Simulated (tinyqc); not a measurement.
# Thin-body transistor below threshold, two-dimensional Poisson equation on a small mesh, step by step

Program tinyqc, `OMP_NUM_THREADS=1 python tinyqc.py 2480135 2480136 out.jsonl`; Intel Xeon 2.30GHz, shared host, one thread, about 0.2 s. Printed values are rounded.

A thin body on a thick buried insulator of low permittivity, taken as carrying no normal field at the bottom of the body (row 0). Mobile charge is neglected (subthreshold), the body is fully depleted, and potentials are counted from the intrinsic level; rows run upward to the gate, columns from source to drain.

Inputs (values chosen for the exercise); semiconductor permittivity close to that of silicon:
```
symbol  value   unit                                     meaning
T         300      K                                 temperature
eps_r    11.9         relative permittivity of the semiconductor
eox         9             relative permittivity of the insulator
tb          6     nm                              body thickness
tox       2.9     nm                         insulator thickness
L          33     nm                              channel length
Na          0  cm^-3       acceptor density of the depleted body
Vbi      0.56      V                     potential of the source
Vfb     -0.07      V                                 gate offset
Vg       0.05      V                                gate voltage
Vd        0.3      V                               drain voltage
```

Constants: q = 1.602176634e-19 C, kB = 1.380649e-23 J/K, Vt = kB T/q, eps0 = 8.8541878128e-14 F/cm where lengths are in cm. Results are converted to the units shown.

## Coefficients of the five-point equations

Mesh: rows i = 0..2 in the semiconductor (step hs = tb/2, row 2 on the interface), then 1 step(s) ho = tox/1 up to the gate row 3; columns j = 0..4 (step hy = L/4). Box integration, divided by eps0: up_i = eps hy/h of the interval above row i, dn_i = that of the interval below (0 for row 0), lat_i = (sum of eps h/2 over the intervals above and below)/hy, s_i = -q Na w_i hy/eps0 with w_i the semiconductor height of the box (hs/2 for row 0 and the interface row, hs between, 0 in the insulator). Each free node obeys (up + dn + 2 lat) psi = up psi(above) + dn psi(below) + lat [psi(left) + psi(right)] + s.

| row | up | dn | lat | s (V) |
|---|---|---|---|---|
| 0 | 32.7250 | 0 | 2.16364 | 0 |
| 1 | 32.7250 | 32.7250 | 4.32727 | 0 |
| 2 | 25.6034 | 32.7250 | 3.74545 | 0 |

## Iteration 1: Gauss-Seidel sweep

psi at the start (fixed values on the edges, free nodes at zero) (V):

|  | j=0 | j=1 | j=2 | j=3 | j=4 |
|---|---|---|---|---|---|
| row 0 | 0.560000 | 0.000000 | 0.000000 | 0.000000 | 0.860000 |
| row 1 | 0.560000 | 0.000000 | 0.000000 | 0.000000 | 0.860000 |
| row 2 | 0.560000 | 0.000000 | 0.000000 | 0.000000 | 0.860000 |
| row 3 | 0.120000 | 0.120000 | 0.120000 | 0.120000 | 0.120000 |

Free nodes: rows 0..2, columns 1..3, taken row by row from row 0, left to right. t = (up psi(above) + dn psi(below) + lat [psi(left) + psi(right)] + s)/(up + dn + 2 lat), with the newest neighbours; psi(new) = t.

psi after iteration 1 (V):

|  | j=0 | j=1 | j=2 | j=3 | j=4 |
|---|---|---|---|---|---|
| row 0 | 0.560000 | 0.032701 | 0.001910 | 0.050330 | 0.860000 |
| row 1 | 0.560000 | 0.047142 | 0.003596 | 0.072655 | 0.860000 |
| row 2 | 0.560000 | 0.101985 | 0.054271 | 0.134830 | 0.860000 |
| row 3 | 0.120000 | 0.120000 | 0.120000 | 0.120000 | 0.120000 |

## Iteration 2: Gauss-Seidel sweep

As before.

psi after iteration 2 (V):

|  | j=0 | j=1 | j=2 | j=3 | j=4 |
|---|---|---|---|---|---|
| row 0 | 0.560000 | 0.074448 | 0.010462 | 0.115000 | 0.860000 |
| row 1 | 0.560000 | 0.110825 | 0.039301 | 0.162840 | 0.860000 |
| row 2 | 0.560000 | 0.136736 | 0.081673 | 0.181229 | 0.860000 |
| row 3 | 0.120000 | 0.120000 | 0.120000 | 0.120000 | 0.120000 |

## Course of the iteration: Gauss-Seidel sweep

Stop when the largest change of psi is below 1e-7 V, or after 400 iterations. Fixed values: gate row Vg - Vfb; column 0 at Vbi and the last column at Vbi + Vd in the semiconductor, each running linearly to Vg - Vfb across the insulator.

Course of the iteration:

| iteration | psi at row 0, j = 2 (V) | largest \|change\| of one entry (V) |
|---|---|---|
| 1 | 0.00190953 | 0.135 |
| 2 | 0.0104624 | 0.0902 |
| 3 | 0.0490871 | 0.0819 |
| 4 | 0.0887884 | 0.0543 |
| 5 | 0.122368 | 0.0367 |
| 6 | 0.149326 | 0.0270 |
| 7 | 0.170354 | 0.0210 |
| 8 | 0.186477 | 0.0161 |
| 9 | 0.198712 | 0.0122 |
| ... | ... | ... |
| 41 | 0.235244 | 1.01e-6 |
| 42 | 0.235245 | 7.56e-7 |
| 43 | 0.235246 | 5.63e-7 |
| 44 | 0.235246 | 4.19e-7 |
| 45 | 0.235246 | 3.12e-7 |
| 46 | 0.235247 | 2.32e-7 |
| 47 | 0.235247 | 1.73e-7 |
| 48 | 0.235247 | 1.29e-7 |
| 49 | 0.235247 | 9.60e-8 |

Converged in 49 iterations. At the end each change is about 0.74 times the one before: linear convergence.

## Barrier, swing and barrier lowering

converged psi (V):

|  | j=0 | j=1 | j=2 | j=3 | j=4 |
|---|---|---|---|---|---|
| row 0 | 0.560000 | 0.285266 | 0.235247 | 0.376972 | 0.860000 |
| row 1 | 0.560000 | 0.270408 | 0.222570 | 0.354407 | 0.860000 |
| row 2 | 0.560000 | 0.223584 | 0.186134 | 0.282419 | 0.860000 |
| row 3 | 0.120000 | 0.120000 | 0.120000 | 0.120000 | 0.120000 |

d psi/dVg on row 0: j=0 0.000000, j=1 0.642171, j=2 0.804666, j=3 0.642171, j=4 0.000000
d psi/dVd on row 0: j=0 0.00000, j=1 0.02607, j=2 0.09767, j=3 0.33176, j=4 1.00000

The barrier is read along row 0, the path farthest from the gate. Take the node j of lowest psi: barrier Vbi - psi_j; swing Vt ln 10/(d psi_j/dVg); DIBL = (d psi_j/dVd)/(d psi_j/dVg). The derivatives solve the same equations with s = 0 and a unit change of that voltage.

j = 2
barrier = 0.324753 V
swing = 73.9766 mV/decade
DIBL = 121.376 mV/V

A mesh of 12, 8 and 80 steps (semiconductor, insulator, channel) gives a barrier of 0.349 V, a swing of 71.4 mV a decade and a DIBL of 73.6 mV/V; the small mesh puts the barrier 6.8 % below that.
